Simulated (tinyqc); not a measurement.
Resistance of a source-drain extension with a graded tip: one step of the calculation.

y runs along the channel, the gate covers y > 0. The doping is N0 for y < y0 and N0 10^(-(y - y0)/la) beyond, uniform over the depth xj. Sheet conductance s(y) = q mu(N) max(N - Nch, 0) xj + (for y > 0) ma Cox Vo, with mu(N) = u0 + (u1 - u0)/(1 + (N/Nr)^au) and Cox = eps0 eox/tox. Current is taken as one-dimensional; depletion of the tip, spreading and the contact are left out. The metallurgical junction lies at yj, where N = Nch.

Task. Sheet resistances and junction position. yj = y0 + la log10(N0/Nch); sheet resistance of the full extension 1/[q mu(N0)(N0 - Nch) xj] and of the gate-induced layer 1/(ma Cox Vo); metallurgical length Lg - 2 yj; ye is where the doped and the gate-induced conductances are equal.

Values chosen for this exercise; mobility law close to that of holes in silicon:
```
symbol    value        unit                                                                 meaning
eox         3.9              relative permittivity of the gate insulator (close to silicon dioxide)
tox         1.3          nm                                                     insulator thickness
N0       2.6e20       cm^-3                        active doping of the extension far from the gate
la          2.5   nm/decade                                                      lateral abruptness
y0          0.3          nm          position under the gate where the fall begins (gate edge at 0)
xj           15          nm                                                  depth of the extension
Nch      5.5e17       cm^-3                                                          channel doping
Vo         0.58           V                                                          gate overdrive
ma           64  cm^2/(V s)                                      mobility of the gate-induced layer
u1        470.5  cm^2/(V s)                                                  mobility at low doping
u0         44.9  cm^2/(V s)                                                 mobility at high doping
Nr      2.23e17       cm^-3                                                        reference doping
au        0.719                                                                            exponent
Lg           45          nm                                                             gate length
```

Constants: q = 1.602176634e-19 C, eps0 = 8.8541878128e-14 F/cm where lengths are in cm. Results are converted to the units shown.

Find: yj; sheet resistance of the extension; sheet resistance of the induced layer; metallurgical length; ye; N at ye.

Result.

yj = 6.987 nm
sheet resistance of the extension = 337.4 ohm/square
sheet resistance of the induced layer = 1.014e4 ohm/square
metallurgical length = 31.03 nm
ye = 4.497 nm
N at ye = 5.448e18 cm^-3

The gate takes over 2.49 nm before the junction, where N is still 9.91 times the channel doping.

Computed by the program tinyqc: `OMP_NUM_THREADS=1 python tinyqc.py 2282148 2282149 out.jsonl`, one thread of a shared Intel Xeon 2.30GHz, about 0.03 s for the whole run.
